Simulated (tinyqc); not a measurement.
From results back to parameters: Koster-Slater impurity in an sp3s* host.

Problem. In the Koster-Slater model a defect shifts the s level of its site by Vs and the p levels by Vp; an A1 level solves 1/Vs = G_s(E) and a T2 level 1/Vp = G_p(E), E from the top of the valence band. A defect has an A1 level at E = 1.2092 eV, one of the energies of the table, and a T2 level at 0.1727 eV.

G(E) of the host (1/eV):

| E (eV) | G_s | G_p |
|---|---|---|
| 0.0000 | -0.0866915 | 0.0045765 |
| 0.1727 | -0.1024664 | -0.0360408 |
| 0.3455 | -0.1197299 | -0.0631281 |
| 0.5182 | -0.1391380 | -0.0865367 |
| 0.6910 | -0.1615143 | -0.1087762 |
| 0.8637 | -0.1880129 | -0.1313122 |
| 1.0364 | -0.2203824 | -0.1554488 |
| 1.2092 | -0.2614924 | -0.1827510 |
| 1.3819 | -0.3165672 | -0.2155695 |

Find: Vs, Vp.

Solution. Read G_s and G_p at the two energies and invert them. Vs is attractive and pulls its level down from the conduction bands. Vp is attractive and pulls its level down from the conduction bands.

Vs, Vp (eV): -3.8  -27.7

Computed by tinyqc, a small Python program: `OMP_NUM_THREADS=1 python tinyqc.py 1450686 1450687 out.jsonl` (the numbers bound the seed that draws the inputs); one thread of a shared host (Intel(R) Xeon(R) Processor @ 2.30GHz), about 0.04 s for the whole set of steps.
